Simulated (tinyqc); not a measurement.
Reduced Fermi level from a carrier density: charge neutrality of a doped semiconductor with incomplete ionisation. Computed by tinyqc, a small Python program. Command: `OMP_NUM_THREADS=1 python tinyqc.py 3009134 3009135 out.jsonl dopant walk`. One thread of a shared host (Intel(R) Xeon(R) Processor @ 2.30GHz), about 0.03 s of CPU time with the checks.

Energies are counted from the top of the valence band; E_D is measured down from the conduction band and E_A up from the valence band.

Inputs (values chosen for the exercise, for a model semiconductor):
```
quantity              value  unit
gap at 0 K E_g0        3.03    eV
Varshni alpha      0.000661  eV/K
Varshni beta            594     K
electron mass m_e     0.251   m_0
valleys M_c               1     -
hole mass m_h         0.568   m_0
temperature T           200     K
```

Doping: n-type. Statistics of the bands: Fermi-Dirac.

ratios u of density to N: 0.0038  0.018  0.087  0.42  2  9.7  47

Constants: m_0 = 9.1093837015e-31 kg; k_B = 1.380649e-23 J/K; h = 6.62607015e-34 J s; k_B = 8.617333262e-05 eV/K.

Method:
- E_g = E_g0 - alpha T^2/(T + beta).
- N_c = 2 M_c (2 pi m_e k_B T/h^2)^(3/2) and N_v = 2 (2 pi m_h k_B T/h^2)^(3/2), masses in units of m_0.
- n_i = sqrt(N_c N_v) exp(-E_g/(2 k_B T)); E_i = E_g/2 + (k_B T/2) ln(N_v/N_c).
- F_1/2(eta) = (2/sqrt(pi)) int_0^infinity sqrt(x)/(1 + exp(x - eta)) dx, by the trapezoid rule in t = sqrt(x) with step 0.02 up to t = 12 (for eta < -12 by exp(eta) - exp(2 eta)/2^(3/2)).
- For u = density/N of the majority band, eta solves F_1/2(eta) = u (bisection). Boltzmann: ln u. Joyce-Dixon: ln u + u/sqrt(8) - 4.95009e-3 u^2 + 1.48386e-4 u^3 - 4.42563e-6 u^4. Degenerate limit: (3 sqrt(pi) u/4)^(2/3). The last column is (eta - ln u) k_B T.

N_c = 1.71769e+18 cm^-3

k_B T = 0.0172347 eV

Eta by four rules:
```
u       density (cm^-3)   exact  Boltzmann  Joyce-Dixon  degenerate  Boltzmann error (meV)
0.0038       6.5272e+15  -5.571    -5.5728      -5.5714  2.9441e-02             2.3154e-02
0.018        3.0918e+16  -4.011    -4.0174      -4.0110  8.3037e-02             1.0965e-01
0.087        1.4944e+17  -2.411    -2.4418      -2.4111  2.3738e-01             5.2948e-01
0.42         7.2143e+17  -0.720    -0.8675      -0.7199  6.7804e-01             2.5444e+00
2            3.4354e+18   1.382     0.6931       1.3816  1.9192e+00             1.1865e+01
9.7          1.6662e+19   5.340     2.2721       5.3321  5.4989e+00             5.2871e+01
47           8.0732e+19  15.693     3.8501       3.3426  1.5745e+01             2.0411e+02
```

Boltzmann statistics place E_F within 1 meV of the exact value up to u = 0.0870 of those listed and miss by 204 meV at u = 47. Joyce-Dixon stays within 0.01 in eta up to u = 9.70; the degenerate limit is still 0.33 % high at the last u. Past u of about 10 the Joyce-Dixon series fails. A parabolic band is assumed throughout.
